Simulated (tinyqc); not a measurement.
Slater-Koster d bands of an fcc metal, step by step. Values are carried at full precision from step to step, so a last printed digit may differ when a step is redone from the rounded ones.

Slater-Koster d bands. For a bond with direction cosines (l, m, n) the 5 x 5 block is dds Ps + ddp Pp + ddd (1 - Ps - Pp), the projectors on sigma, pi and delta states about the bond; for instance <xy|xy> = 3 l^2 m^2 dds + (l^2 + m^2 - 4 l^2 m^2) ddp + (n^2 + l^2 m^2) ddd, <xy|yz> = 3 l m^2 n dds + l n (1 - 4 m^2) ddp + l n (m^2 - 1) ddd and <3z2-r2|3z2-r2> = (n^2 - (l^2 + m^2)/2)^2 dds + 3 n^2 (l^2 + m^2) ddp + (3/4)(l^2 + m^2)^2 ddd. H(k) sums the blocks times cos(k.R) over the neighbours; the d level is the zero of energy; k in 2 pi/a.

Inputs chosen for the exercise (of the size met in Ir; the results hold for these values, not for the real material): dds = -1.011 eV (dd sigma); ddp = 0.637 eV (dd pi); ddd = -0.101 eV (dd delta); Es = 3.7 eV (s level); sss = -0.99 eV (ss sigma); sds = -0.7 eV (sd sigma); k = (0.55, 0, 0.31) 2 pi/a (wave vector); Nd = 8 (d electrons per atom).

## The block of one bond

Direction (1,1,0)/sqrt2; its eigenvalues must be dds once, ddp twice and ddd twice.

block (eV):
```
             xy      yz      zx   x2-y2   3z2-r2
xy      -0.7835       0       0       0   0.3940
yz            0  0.2680  0.3690       0        0
zx            0  0.3690  0.2680       0        0
x2-y2         0       0       0  0.6370        0
3z2-r2   0.3940       0       0       0  -0.3285
```

## Levels at Gamma

Neighbours: twelve at (a/2)(1,1,0) and equivalents.

Summing the blocks at k = 0 gives E(t2g) = 3 dds + 4 ddp + 5 ddd, E(eg) = 1.5 dds + 6 ddp + 4.5 ddd.

levels (eV): t2g (threefold) -0.9900, eg (twofold) 1.8510

The t2g level lies lower, by 2.8410 eV.

## The Hamiltonian at one k

An s orbital at Es couples to nearest neighbours alone: <s|s> = sss, <s|xy> = sqrt3 l m sds (cyclic), <s|x2-y2> = (sqrt3/2)(l^2 - m^2) sds, <s|3z2-r2> = (n^2 - (l^2 + m^2)/2) sds.

Sum over the neighbours.

H(k) (eV):
```
              s       xy       yz      zx    x2-y2   3z2-r2
s        2.4418        0        0  1.9809   0.7881  -0.5509
xy            0   0.9986  -1.2057       0        0        0
yz            0  -1.2057  -2.0235       0        0        0
zx       1.9809        0        0  0.7104   1.1151   0.6438
x2-y2    0.7881        0        0  1.1151  -0.5638   1.0870
3z2-r2  -0.5509        0        0  0.6438   1.0870   0.9559
```

## Levels and character

Diagonalise H; t2g is xy, yz, zx and eg the other two.

levels (eV): -2.4456  -1.4204  -0.9554  1.4207  1.8156  4.1046

weights:
```
     band 1  band 2  band 3  band 4  band 5  band 6
s     0.000   0.009   0.261   0.000   0.130   0.601
t2g   1.000   0.074   0.571   1.000   0.042   0.313
eg    0.000   0.917   0.169   0.000   0.829   0.086
```

## Levels at points of symmetry

Coordinates: G (0, 0, 0), X (1, 0, 0), W (1, 0.5, 0), L (0.5, 0.5, 0.5), K (0.75, 0.75, 0); the others lie half way.

Levels (eV):
```
k        band 1  band 2  band 3  band 4  band 5  band 6
G        -8.180  -0.990  -0.990  -0.990   1.851   1.851
G-X 0.5  -3.134  -2.283   0.709   1.072   1.072   2.548
X        -5.278  -5.094   3.134   3.134   3.245   8.275
W        -2.548  -1.072  -1.072   1.019   3.134   7.955
L        -4.983  -1.329  -1.329   2.805   2.805   5.731
L-G 0.5  -4.210  -0.440  -0.440  -0.001   1.608   1.608
K        -4.145  -2.213   1.256   1.767   2.732   7.700
```

On these points the bands run from -8.180 (G) to 8.275 eV (X).

## Second moment and the rectangular band

mu2 = z (dds^2 + 2 ddp^2 + 2 ddd^2)/5 per orbital, with z = 12. A rectangular band with the same mu2 has width W = sqrt(12 mu2), Fermi level W (Nd/10 - 1/2) and bond energy -W Nd (10 - Nd)/20 (Friedel).

mu2 = 4.4497 eV^2
W = 7.3073 eV
Fermi level = 2.1922 eV
bond energy per atom = -5.8459 eV

The bond energy is the attractive part alone; the repulsion between atoms, left out, cancels a large share of it in the cohesive energy.

## Checks

- Levels at Gamma from the formulas against H(0): they agree to 1e-10 or better.
- Second moment from the formula against the mean square level on the mesh: both 4.44975.

tinyqc: `OMP_NUM_THREADS=1 python tinyqc.py 1481293 1481294 out.jsonl`; about 0.03 s, one thread, shared Intel(R) Xeon(R) Processor @ 2.30GHz.
